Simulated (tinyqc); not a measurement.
# Worked calculation: p-n diode with diffusion and depletion-layer recombination

Computed by the program tinyqc: `OMP_NUM_THREADS=1 python tinyqc.py 2260121 2260122 out.jsonl`, one thread of a shared Intel Xeon 2.30GHz, about 0.01 s for the whole run. Printed values are rounded.

Abrupt junction in the depletion approximation, low injection, full ionisation, neutral widths fixed, ohmic contact on the p side. Vj is the junction voltage; where a series resistance Rs is given, V = Vj + J Rs is the terminal voltage.

Parameters, values chosen for the exercise; band and dielectric values close to those of gallium nitride:
```
symbol,value,unit,meaning
T,293,K,temperature
Eg,3.4,eV,band gap
eps_r,9.62,,relative permittivity
Nc,2.22e18,cm^-3,conduction-band density of states at T
Nv,4.53e19,cm^-3,valence-band density of states at T
Na,1.4e17,cm^-3,acceptor density
Nd,4.2e16,cm^-3,donor density
mun,390,cm^2/(V s),electron mobility in the p side
mup,19,cm^2/(V s),hole mobility in the n side
tn,2e-8,s,electron lifetime
tp,1e-7,s,hole lifetime
wp,13,um,neutral width of the p side
wn,6.4,um,neutral width of the n side
Sp,1e7,cm/s,recombination velocity at the n contact
Rs,0.00046,ohm cm^2,series resistance
Et,0,eV,trap level above the intrinsic level
Vj,1.8,V,junction voltage at which recombination is evaluated
V,3.05,V,terminal voltage
```

Constants: q = 1.602176634e-19 C, kB = 1.380649e-23 J/K, Vt = kB T/q, eps0 = 8.8541878128e-14 F/cm where lengths are in cm. Results are converted to the units shown.

## Diffusion lengths and saturation currents

ni = sqrt(Nc Nv) exp(-Eg/(2 Vt)), Eg in volts; D = mu Vt; Ln = sqrt(Dn tn), Lp = sqrt(Dp tp); J0n = q ni^2 Dn coth(wp/Ln)/(Ln Na); J0p = (q ni^2 Dp/(Lp Nd)) (s + tanh(wn/Lp))/(1 + s tanh(wn/Lp)), s = Sp Lp/Dp.

ni = 5.756941e-11 cm^-3
Ln = 4.437798 um
Lp = 2.190267 um
J0n = 8.464144e-53 A/cm^2
J0p = 2.785204e-53 A/cm^2

wp/Ln = 2.9 and wn/Lp = 2.9; electrons carry 75.2 % of the diffusion current.

## Recombination in the depleted layer

ni = sqrt(Nc Nv) exp(-Eg/(2 Vt)), Eg in volts. Vbi = Vt ln(Na Nd/ni^2), W = sqrt(2 eps0 eps_r (Vbi - Vj)(1/Na + 1/Nd)/q), xp = W Nd/(Na + Nd), xn = W Na/(Na + Nd); u(x) = q Na (x + xp)^2/(2 eps0 eps_r) for x < 0 and Vbi - Vj - q Nd (xn - x)^2/(2 eps0 eps_r) for x > 0; p = Na exp(-u/Vt), n = Nd exp((u - Vbi + Vj)/Vt); U = ni^2 (exp(Vj/Vt) - 1)/(tp (n + ni exp(Et/Vt)) + tn (p + ni exp(-Et/Vt))); J_scr = q times the integral of U from -xp to xn. Trapezoid rule on 15 equal steps.

W = 211.0872 nm

```
point    x (nm)     u (V)    n (cm^-3)    p (cm^-3)  U (cm^-3 s^-1)
0      -48.7124  0.000000  2.164463e-7       1.4e17        10.82231
1      -34.6400  0.026075  6.079359e-7  4.984486e16        30.39680
2      -20.5675  0.104300  1.347041e-5  2.249558e15        673.5206
3       -6.4950  0.234676  0.002354612  1.286942e13      1.177306e5
4        7.5775  0.407373     2.199988  1.377393e10      1.099994e8
5       21.6500  0.571647     1472.376   2.058067e7     7.359246e10
6       35.7225  0.720275   5.302888e5     57143.35     5.593779e11
7       49.7949  0.853258   1.027784e8     294.8333      2.948331e9
8       63.8674  0.970596  1.071979e10     2.826779      2.826779e7
9       77.9399  1.072289  6.016810e11   0.05036303      5.036303e5
10      92.0124  1.158336  1.817363e13  0.001667387        16673.87
11     106.0849  1.228739  2.954013e14  1.025807e-4        1025.807
12     120.1574  1.283497  2.583917e15  1.172734e-5        117.2734
13     134.2298  1.322610  1.216298e16  2.491369e-6        24.91369
14     148.3023  1.346077  3.081037e16  9.835154e-7        9.835154
15     162.3748  1.353900       4.2e16  7.214876e-7        7.214876
```

J_scr = 1.434094e-13 A/cm^2

With 2000 steps J_scr = 2.386e-13 A/cm^2; the coarse value is 40 % below it. U is largest at x = 35.7 nm among these points; the peak lies where tp n = tn p. On the fine grid U peaks at 1.946e12 cm^-3 s^-1, and J_scr/(q U_max) is 3.62 % of W, the effective width of the recombining zone.

## Starting value

Vj = V.

Vj at the start = 3.05 V

## Iteration 1: new Vj

J0 = J0n + J0p = 1.124935e-52 A/cm^2

Diffusion current alone: J = J0 (exp(Vj/Vt) - 1), g = Vj + J Rs - V, g' = 1 + Rs J0 exp(Vj/Vt)/Vt, Vj(new) = Vj - g/g'.

J = 3.258233 A/cm^2
g = 0.001498787 V
g' = 1.059361
Vj after iteration 1 = 3.048585 V

## Iteration 2: new Vj

As before.

J = 3.080681 A/cm^2
g = 2.309655e-6 V
g' = 1.056126
Vj after iteration 2 = 3.048583 V

## Course of the iteration

Stop when the step is below 1e-10 V, or after 80 iterations.

Course of the iteration:
```
iteration  Vj before the step (V)   step (V)
1                            3.05   -1.41e-3
2                        3.048585   -2.19e-6
3                        3.048583  -5.03e-12
```

Converged in 3 iterations.
